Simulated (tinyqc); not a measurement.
# Short-channel transistor, virtual-source model with series resistance, step by step

Computed by the program tinyqc: `OMP_NUM_THREADS=1 python tinyqc.py 2380066 2380067 out.jsonl`, one thread of a shared Intel Xeon 2.30GHz, about 0.01 s for the whole run. Printed values are rounded.

The current per gate width is the charge at the top of the source barrier (the virtual source) times its velocity times a saturation function; al and be are fitting constants of the model. Units: I in uA/um, Rs in ohm um, so I Rs = 1e-6 I Rs in volts; Q in uC/cm^2, so I = 1e-4 Q vx0 Fsat with vx0 in cm/s.

Inputs (values chosen for the exercise): temperature T = 273 K; inversion capacitance Cinv = 2.77 uF/cm^2; velocity at the virtual source vx0 = 1.13e7 cm/s; apparent mobility mu = 570 cm^2/(V s); channel length L = 16 nm; threshold at zero drain voltage VT0 = 0.377 V; drain-induced barrier lowering dl = 0.166 V/V; subthreshold factor n0 = 1.31; growth of n with drain voltage nd = 0.2 1/V; threshold shift (in units of Vt) from weak to strong inversion al = 3.5; sharpness of saturation be = 2; series resistance of each contact Rs = 30 ohm um; gate voltage Vgs = 0.8 V; drain voltage Vds = 0.8 V.

Constants: q = 1.602176634e-19 C, kB = 1.380649e-23 J/K, Vt = kB T/q. Results are converted to the units shown.

## Iteration 1: current through the series resistance

I at the start = 0 uA/um

Intrinsic voltages Vg' = Vgs - I Rs, Vd' = Vds - 2 I Rs. n = n0 + nd Vd', VT = VT0 - dl Vd', Ff = 1/(1 + exp((Vg' - VT + al Vt/2)/(al Vt))), Q = Cinv n Vt ln(1 + exp((Vg' - VT + al Vt Ff)/(n Vt))), Vdsat = (vx0 L/mu)(1 - Ff) + Vt Ff, Fsat = u/(1 + u^be)^(1/be) with u = Vd'/Vdsat, and I(out) = Q vx0 Fsat per width. (Fsat takes the sign of u.) I(new) = I(out).

Vg' = 0.8 V
Vd' = 0.8 V
VT = 0.2442 V
Ff = 7.09547e-4
Q = 1.53973 uC/cm^2
Vdsat = 0.0317135 V
Fsat = 0.999215
I(out) = 1738.53 uA/um
I after iteration 1 = 1738.53 uA/um

## Iteration 2: current through the series resistance

As before.

Vg' = 0.747844 V
Vd' = 0.695688 V
VT = 0.261516 V
Ff = 0.00164816
Q = 1.34751 uC/cm^2
Vdsat = 0.0317058 V
Fsat = 0.998963
I(out) = 1521.10 uA/um
I after iteration 2 = 1521.10 uA/um

## Iteration 3: current through the series resistance

As before.

Vg' = 0.754367 V
Vd' = 0.708734 V
VT = 0.259350 V
Ff = 0.00148336
Q = 1.37153 uC/cm^2
Vdsat = 0.0317071 V
Fsat = 0.999001
I(out) = 1548.29 uA/um
I after iteration 3 = 1548.29 uA/um

## Course of the iteration: current through the series resistance

Stop when I changes by less than 1e-7 uA/um, or after 80 iterations.

Course of the iteration:
```
iteration	I (uA/um)	|change| (uA/um)
1	1738.53	1740
2	1521.10	217
3	1548.29	27.2
4	1544.89	3.40
5	1545.31	0.425
6	1545.26	0.0531
7	1545.27	6.64e-3
8	1545.26	8.31e-4
9	1545.26	1.04e-4
10	1545.26	1.30e-5
11	1545.26	1.62e-6
12	1545.26	2.03e-7
13	1545.26	2.54e-8
```

Converged in 13 iterations. At the end each change is about 0.13 times the one before, with alternating sign: linear convergence.

## What the series resistance costs

converged I = 1545.26 uA/um
I0 = 1738.53 uA/um

Intrinsic voltages Vg' = Vgs - I Rs, Vd' = Vds - 2 I Rs. n = n0 + nd Vd', VT = VT0 - dl Vd', Ff = 1/(1 + exp((Vg' - VT + al Vt/2)/(al Vt))), Q = Cinv n Vt ln(1 + exp((Vg' - VT + al Vt Ff)/(n Vt))), Vdsat = (vx0 L/mu)(1 - Ff) + Vt Ff, Fsat = u/(1 + u^be)^(1/be) with u = Vd'/Vdsat, and I = Q vx0 Fsat per width. I0 is the current for Rs = 0. Effective velocity I/Q; transit time L Q/I.

loss against I0 = 11.1164 %
effective velocity = 1.12887e7 cm/s
transit time = 0.141735 ps

The carriers leave the virtual source at 99.9 % of vx0: the device is in saturation.
